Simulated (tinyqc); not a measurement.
Filling against narrowing: heavy doping: band filling, gap narrowing, band tails and the effective intrinsic density. Computed by tinyqc, a small Python program. Command: `OMP_NUM_THREADS=1 python tinyqc.py 3008923 3008924 out.jsonl gapnarrow walk`. One thread of a shared host (Intel(R) Xeon(R) Processor @ 2.30GHz), about 0.02 s of CPU time with the checks.

An n-type crystal above its Mott density, with all dopants ionised: n = N_D - N_A, ionised centres N_I = N_D + N_A. Valleys are taken as spherical with mass m_e.

Inputs (values chosen for the exercise, modelled on InAs):

| quantity | value | unit |
|---|---|---|
| gap E_g | 0.35 | eV |
| electron mass m_e | 0.0254 | m_0 |
| valleys M_c | 1 | - |
| hole mass m_h | 0.422 | m_0 |
| dielectric constant eps | 15.1 | - |
| donor density N_D | 7.2e+17 | cm^-3 |
| compensation ratio N_A/N_D | 0.1 | - |
| temperature T | 77 | K |

Conduction band: non-parabolic (Kane).

Constants: a_0 = 0.529177210903 angstrom; Ry = 13.605693123 eV; hbar^2/(2 m_0) = 3.80998212 eV angstrom^2; k_B = 8.617333262e-05 eV/K; e = 1.602176634e-19 C; eps_0 = 8.8541878128e-12 F/m; e^2/(4 pi eps_0) = 14.39964548 eV angstrom.

Method:
- n = N_D (1 - ratio); Ry* = Ry m_e/eps^2, a* = a_0 eps/m_e; r_s = (3/(4 pi n))^(1/3)/a*; k_F = (3 pi^2 n/M_c)^(1/3); Mott density (0.26/a*)^3.
- n = M_c (1/(2 pi^2)) (m_e/(hbar^2/2m_0))^(3/2) int sqrt(E (1 + aE)) (1 + 2 aE) f dE with a = (1 - m_e)^2/E_g, f = 1/(1 + exp((E - E_F)/k_B T)); trapezoid rule in t = sqrt(E/k_B T), step 0.02 up to 12; E_F by bisection from the band edge.
- Screening: q^2 = (e/(eps eps_0)) dn/dE_F. Exchange lowers the conduction band by (1/pi) k_F e^2/(4 pi eps_0 eps) (T = 0 Hartree-Fock at k_F, taken as a rigid shift). Screening raises the valence band by (q/2) e^2/(4 pi eps_0 eps) (static Coulomb hole). The narrowing is the sum; electron correlation and carrier-ion shifts are left out. Root-mean-square potential of randomly placed ions: V_rms = (e^2/(4 pi eps_0 eps)) sqrt(2 pi N_I/q).
- Absorption edge of a direct gap, from the valence band at k_F (T = 0 value) to the Fermi level: E_g - narrowing + E_F + (hbar^2/2m_0) k_F^2/m_h, k_F = (3 pi^2 n)^(1/3); the shift is the edge less E_g. n p/n_i^2 = exp(narrowing/k_B T) x (n/N) exp(-E_F/k_B T), N being the limit of n exp(-E_F/k_B T) far below the edge (taken at E_F = -12 k_B T); apparent narrowing = k_B T ln(n p/n_i^2).
- The compensation ratio is held; the absorption edge is given only for E_F above 2 k_B T.

n = 6.48e+17 cm^-3

Mott density = 5.64530e+14 cm^-3

Against carrier density (energies in meV):

| n (cm^-3) | E_F | narrowing | apparent narrowing | V_rms | shift of the absorption edge |
|---|---|---|---|---|---|
| 6.50e+16 | 19.58 | 7.183 | -2.27 | 7.970 | 13.80 |
| 1.30e+17 | 32.19 | 8.808 | -8.65 | 10.337 | 25.60 |
| 2.60e+17 | 50.22 | 10.775 | -20.11 | 13.457 | 42.96 |
| 4.50e+17 | 69.84 | 12.667 | -34.21 | 16.550 | 62.25 |
| 6.50e+17 | 86.36 | 14.143 | -46.81 | 18.980 | 78.70 |
| 1.00e+18 | 109.80 | 16.125 | -65.41 | 22.236 | 102.32 |
| 1.60e+18 | 141.26 | 18.649 | -91.22 | 26.363 | 134.43 |
| 2.60e+18 | 181.31 | 21.723 | -124.98 | 31.347 | 175.93 |

Narrowing grows with exponent 0.31 between the last rows (exchange goes as n^(1/3), the Coulomb hole as n^(1/6) in a degenerate parabolic band) and E_F with 0.51 (2/3 for a parabolic band at T = 0, towards 1/3 in a Kane band). The apparent narrowing falls over all rows, since E_F grows faster than the narrowing. Filling outweighs narrowing at the absorption edge in every degenerate row (a net Burstein-Moss blue shift).
